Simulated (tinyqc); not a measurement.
Deep trap from a strong local potential in a two-band host (Koster-Slater model with semi-elliptic bands): one step, computed by the program tinyqc. Command: `OMP_NUM_THREADS=1 python tinyqc.py 3009370 3009371 out.jsonl deeptrap walk`. One thread of a shared host (Intel(R) Xeon(R) Processor @ 2.30GHz), about 0.03 s of CPU time with the checks.

The valence band spans -2 W_v to 0 and the conduction band E_g to E_g + 2 W_c. The orbital at the impurity site has weight f_v in the valence band and 1 - f_v in the conduction band, each spread as a semi-ellipse (2/(pi W^2)) sqrt(W^2 - x^2) about the band centre. The impurity adds U to this orbital. Spin is left out.

Question. Thresholds and the vacancy level. In the gap G(E) = f_v (2/W_v^2)[x - sqrt(x^2 - W_v^2)] - (1 - f_v)(2/W_c^2)[y - sqrt(y^2 - W_c^2)], x = E + W_v, y = E_g + W_c - E. G falls across the gap from G(0) to G(E_g). A repulsive U binds if U > 1/G(0), an attractive one if U < 1/G(E_g); the vacancy level (U infinite) solves G(E) = 0 (bisection).

Inputs (values chosen for the exercise, for a model semiconductor):
```
quantity                                value  unit
gap E_g                                  1.72    eV
half-width of the valence band W_v          4    eV
half-width of the conduction band W_c     4.1    eV
valence weight f_v of the site orbital   0.56     -
```

Impurity: attractive, donor-like.

Give: G(0); G(E_g); repulsive threshold; attractive threshold; vacancy level.

Answer.

G(0) = 0.192 1/eV

G(E_g) = -0.100 1/eV

repulsive threshold = 5.22 eV

attractive threshold = -9.96 eV

vacancy level = 1.21 eV
